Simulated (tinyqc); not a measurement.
Inter-valley coupling by envelope functions against a chain of atomic planes: sweeps and comparisons. A value that a table varies takes the place of the one given here.

Chain: E(phi) = e0 + 2 v cos(phi) + 2 u cos(2 phi), cos(phi0) = -v/(4u), e0 = 2u + v^2/(4u); plane j = 0, 1, ... has the potential V_j = dE x_j + F (j - 30) a/4 (1 MV/m = 1e-4 V/angstrom). There are 30 barrier planes a side; with y = j - 29.5, x_j = xb (f(y) + f(Nw - y)), f(y) = 1/(1 + exp(y/L)), plus any Ge added in the well. The valley splitting is the spacing of the two lowest levels. Envelope theory: F_j solves a one-valley chain with hopping -b and diagonal 2b + V_j, b = 4u sin^2(phi0), sum F_j^2 = 1; the valleys couple by Dv = sum_j F_j^2 V_j exp(-2 i phi0 j) and split by 2|Dv|.

Values chosen for the exercise (near those of the Delta valleys of silicon in a SiGe well; not measured data): a = 5.431 angstrom (lattice constant; planes lie a/4 apart); u = 0.642 eV (second-neighbour hopping); v = 0.737 eV (nearest hopping); Nw = 40 (planes in the well); L = 1 planes (interface width); xb = 0.3 (Ge fraction of the barriers); dE = 0.61 eV (offset per unit Ge fraction); F = 5 MV/m (field); xs = 0.06 (Ge fraction added on that plane); xw = 0.009 (mean Ge fraction of the wiggle); x0 = 1945 (start of the number sequence); na = 4000 (atoms a plane under the dot); js = 39 (plane j of a Ge spike (the well starts at j = 30)).

## Position of the spike

The spike is moved through the well; position counted from the first well plane, j - 30.

Against position:
```
j - 30  F_j^2, smooth  mean of the doublet (meV)  splitting, chain (micro-eV)  envelope  first order
2             0.01051                      23.63                          689       680          770
5             0.02164                      23.98                         1389      1375         1584
8             0.03285                      24.35                         2124      2108         2405
12            0.04314                      24.73                         2888      2874         3158
16            0.04535                      24.83                         3091      3081         3320
20            0.04011                      24.64                         2703      2696         2936
26            0.02495                      24.09                         1603      1598         1827
32            0.01031                      23.61                          652       647          755
38            0.00185                      23.35                          119       118          135
```

How do the results move?

The splitting is largest at plane 16 among these rows (3091 micro-eV), and the smooth envelope peaks at plane 15, counting all planes; without a spike it is 4.0. Where the splitting exceeds 20 micro-eV the envelope theory lies within 1.2 % of the chain and first order within 16 %.

## A periodic Ge profile (wiggle well)

periods (planes): pi/phi0 1.68732, pi/(pi - phi0) 2.45493

Added fraction xw (1 - cos(2 pi (j - 30)/p)) on the well planes; p = f times the resonant period pi/(pi - phi0). At resonance the estimate is dE xw.

Against period:
```
f     p (planes)  mean of the doublet (meV)  splitting, chain (micro-eV)  envelope
0.90      2.2094                      28.66                          316       338
0.95      2.3322                      28.59                         2849      2951
0.98      2.4058                      28.67                         4900      4948
0.99      2.4304                      28.70                         5273      5284
1.00      2.4549                      28.71                         5417      5393
1.01      2.4795                      28.70                         5323      5273
1.02      2.5040                      28.68                         5023      4955
1.05      2.5777                      28.60                         3367      3276
1.10      2.7004                      28.62                          784       729
1.50      3.6824                      28.71                           24        23
3.00      7.3648                      28.71                           16        16
```

What does this show, and why?

The splitting peaks at f = 1 with 5.42 meV, against the estimate dE xw = 5.49 meV, and is 0.90 and 0.93 of the value at f = 1 two per cent off to either side: the width of the resonance is set by the number of periods under the envelope. At f = 3 it is 16 micro-eV. The chain has one orbital a plane and knows only this resonance; longer periods that work through other bands are outside it.

## Random alloy fluctuations

A uniform fraction x is added on all planes. Each plane j then fluctuates by q sqrt(x_j (1 - x_j)/na) in Ge fraction, q = sqrt12 (z/2147483647 - 1/2) with z(new) = 16807 z mod 2147483647 from x0, restarted for each row; 24 samples. Theory: Dv is a complex Gaussian with sigma^2 = dE^2 sum F_j^4 x_j (1 - x_j)/na, and the mean splitting is sqrt(pi) sigma if the smooth part is negligible.

Splitting (micro-eV):
```
x     sigma  sqrt(pi) sigma  mean of 24  least  largest
0.00   37.8            67.0        70.2    2.8    137.4
0.01  179.6           318.3       328.5  102.9    768.9
0.02  249.9           443.0       456.2  179.9   1085.0
0.05  386.4           684.9       704.8  244.4   1697.0
0.10  530.7           940.7       968.1  310.9   2344.0
```

What does this show, and why?

Without added Ge the disorder sits in the barriers, where the state is small: mean 70.2 micro-eV, against 4.0 for the smooth well. With 5 % Ge in the well the mean is 705, theory 685, with a statistical error of about 11 % for 24 samples; the miss is +3 %, and since every row reuses one sequence the rows with added Ge miss alike. The spread grows with the mean: at 5 % the samples run from 244 to 1697, so small splittings remain possible. sigma falls as 1/sqrt(na) for larger dots. A chain with one orbital a plane has no Bloch-function factor, which scales all these couplings down in fuller models.

## What each parameter does

Chain with the spike on plane js. Each row changes one parameter from the base and keeps the others.

Results:
```
case            level (meV)  splitting (micro-eV)
base                 24.464                2354.0
Nw = 46              23.384                2063.5
L = 1.5 planes       25.309                2281.6
xb = 0.35            24.827                2323.4
dE = 0.671 eV        24.792                2538.5
F = 7 MV/m           28.987                2675.2
js = 42              24.730                2888.3
xs = 0.078           24.764                2954.8
```

What does this show?

The largest shifts from the base row, up to three for each result and ties (the steps differ in size, so this ranks the rows, not the parameters). level (meV): F +4.523, Nw -1.080, L +0.845. splitting (micro-eV): xs +600.8, js +534.3, F +321.2.

Run: tinyqc, `OMP_NUM_THREADS=1 python tinyqc.py 1450275 1450276 out.jsonl`; Intel(R) Xeon(R) Processor @ 2.30GHz, one thread, shared host; about 0.1 s of CPU time with all checks.
